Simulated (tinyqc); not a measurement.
# Hot electrons in a saturated n-channel MOSFET, lucky-electron model: effect of the oxide thickness

Beyond pinch-off the lateral field grows as Esat cosh(y/l) over the velocity-saturated region (pseudo-two-dimensional model). Impact ionisation in this region gives the substrate current, which biases the body forward through Rsub. Currents are per width. Local-field laws: they overstate ionisation when the field peak is narrower than an energy relaxation length.

Cox = 3.9 eps0/tox, l = sqrt(3 tox xj), Esat = 2 vs/mu. Overdrive g = Vg - VT + kb Vb; Vdsat = g Esat L/(g + Esat L); Id = Cox vs (g - Vdsat); dV = Vd - Id Rd - Vdsat; Em = sqrt((dV/l)^2 + Esat^2); Isub = Id (Ai/Bi) l Em exp(-Bi/Em). Vb = Rsub Isub is solved self-consistently. Lifetime tau = (Hl/Id)(Isub/Id)^(-m); 1 year = 3.15576e7 s.

Inputs (values chosen for the exercise); values close to those of silicon n-channel devices: channel length L = 0.18 um; junction depth xj = 51 nm; threshold VT = 0.54 V; effective mobility mu = 330 cm^2/(V s); saturation velocity vs = 7.1e6 cm/s; ionisation prefactor Ai = 2e6 1/cm; ionisation field Bi = 1.69 MV/cm; resistance of the lightly doped drain Rd = 400 ohm um; substrate resistance Rsub = 30000 ohm um; fall of VT per volt of forward body bias kb = 0.43; lifetime exponent m = 3.1; lifetime constant Hl = 5000 s uA/um; drain voltage Vd = 1.7 V; gate voltage Vg = 1.1 V.

Constants: eps0 = 8.8541878128e-14 F/cm where lengths are in cm. Results are converted to the units shown.

Effect of the oxide thickness:

| tox (nm) | Id (uA/um) | Em (MV/cm) | Isub (uA/um) | Isub/Id | tau (years) |
|---|---|---|---|---|---|
| 3 | 355.1 | 0.5412 | 21.45 | 0.06041 | 0.002679 |
| 3.7 | 234.9 | 0.5188 | 13.21 | 0.05622 | 0.005062 |
| 4.6 | 160.4 | 0.4846 | 7.465 | 0.04653 | 0.01332 |
| 5.7 | 116.5 | 0.4461 | 4.110 | 0.03528 | 0.04328 |
| 7.1 | 87.59 | 0.4060 | 2.161 | 0.02467 | 0.1745 |
| 8.8 | 68.13 | 0.3685 | 1.111 | 0.01631 | 0.8085 |

Read the table: what changes, and by how much?

As tox goes from 3 to 8.8 nm, Em falls from 0.541 to 0.369 MV/cm, Isub falls from 21.5 to 1.11 uA/um and tau rises from 0.00268 to 0.809 years. From the first row to the last, log10(tau) changes by 2.5: 1.8 from (Isub/Id)^(-m), which holds Em and l, and 0.72 from 1/Id. At tox = 3 nm the body is biased forward by over 0.45 V, close to turning on the parasitic bipolar transistor.

tinyqc, about 0.01 s, one thread, Intel Xeon 2.30GHz (shared host): `OMP_NUM_THREADS=1 python tinyqc.py 2550065 2550066 out.jsonl`
